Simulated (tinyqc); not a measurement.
# Gain factor and gap resistance from two string resistances

Problem. At small bit-line voltage each of the 96 cells has the resistance 1/(K x) at overdrive x (no mobility reduction) in series with a gap resistance Rg. Find K, Rg and the share of the gaps at the higher overdrive.

resistance of a string of 96 equal cells at overdrives of 3.3 and 8.6 V (kohm): 3374.2415  1359.8461

Solution. The resistance per cell is a straight line in 1/x with slope 1/K and intercept Rg.

K = 8.900 uA/V^2
Rg = 1.100 kohm
share of the gaps = 7.766 %

tinyqc, about 0.8 s, one thread, Intel Xeon 2.30GHz (shared host): `OMP_NUM_THREADS=1 python tinyqc.py 2142098 2142099 out.jsonl`
